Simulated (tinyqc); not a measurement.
# Slope factor and drain-induced lowering from three currents

Problem. With source and body at 0 V, I = A exp((Vg + dd Vd)/(nf Vt)) (1 - exp(-Vd/Vt)). Find nf, the swing nf Vt ln 10 and dd.

Inputs (values chosen for the exercise):

| symbol | value | unit | meaning |
|---|---|---|---|
| T | 300 | K | temperature |

Constants: q = 1.602176634e-19 C, kB = 1.380649e-23 J/K, Vt = kB T/q. Results are converted to the units shown.

currents at (Vg, Vd) = (0, 0.05), (0, 0.7) and (0.08, 0.7) V (nA/um): [1.2565852e-4, 0.0034036148, 0.038185123]

Solution. The pair at equal Vd gives nf; the pair at equal Vg, after dividing out the factors 1 - exp(-Vd/Vt), gives dd.

nf = 1.28
swing = 76.2 mV/decade
dd = 0.160

Program tinyqc, `OMP_NUM_THREADS=1 python tinyqc.py 2242226 2242227 out.jsonl`; Intel Xeon 2.30GHz, shared host, one thread, about 0.03 s.
